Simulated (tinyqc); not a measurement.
Bias-temperature instability from a Gaussian distribution of capture and emission barriers: one step, computed by the program tinyqc. Command: `OMP_NUM_THREADS=1 python tinyqc.py 3020403 3020404 out.jsonl bti walk`. One thread of a shared host (Intel(R) Xeon(R) Processor @ 2.30GHz), about 0.01 s of CPU time with the checks.

Each trap has a capture time tau_0 exp(E_c/(k_B T)) under stress and an emission time tau_0 exp(E_e/(k_B T)) after it. E_c is Gaussian, and E_e = E_c + d with d Gaussian and independent. A trap counts as filled once t_s exceeds its capture time and as emptied once t_r exceeds its emission time.

Task: Recovery. Demarcation energies E_s = k_B T ln(t_s/tau_0), E_r = k_B T ln(t_r/tau_0); mean barrier mu = mu_c - k_F F; z = (E_s - mu)/sigma_c; Phi is the standard normal distribution. Temperatures in kelvin are T(C) + 273.15. Remaining shift dV = V_max int_(-infinity)^(E_s) g(E_c) [1 - Phi((E_r - E_c - delta)/sigma_d)] dE_c, g the Gaussian density of E_c (Gauss-Legendre, 120 points over 7 sigma_c below E_s).

Inputs (values chosen for the exercise, for a model p-channel transistor):

| quantity | value | unit |
|---|---|---|
| shift with all traps filled V_max | 230 | mV |
| spread of capture barriers sigma_c | 0.34 | eV |
| mean of E_e - E_c at the stress field, delta | -0.36 | eV |
| spread of E_e - E_c, sigma_d | 0.2 | eV |
| time constant tau_0 | 9e-10 | s |
| temperature T | 25 | C |
| stress time t_s | 1000 | s |
| recovery time t_r | 0.002 | s |

mean barrier mu = 1.359 eV

shift without recovery dV0 = 6.587923 mV

Constants: k_B = 8.617333262e-05 eV/K.

Give: E_r; remaining shift dV; remaining share dV/dV0.

Result:

E_r = 0.37547 eV

remaining shift dV = 1.6898 mV

remaining share dV/dV0 = 0.25650

A measurement delay of t_r hides 74 % of the shift. Caution: part of the filled traps have an emission barrier near or below zero, which means only that they empty at once.
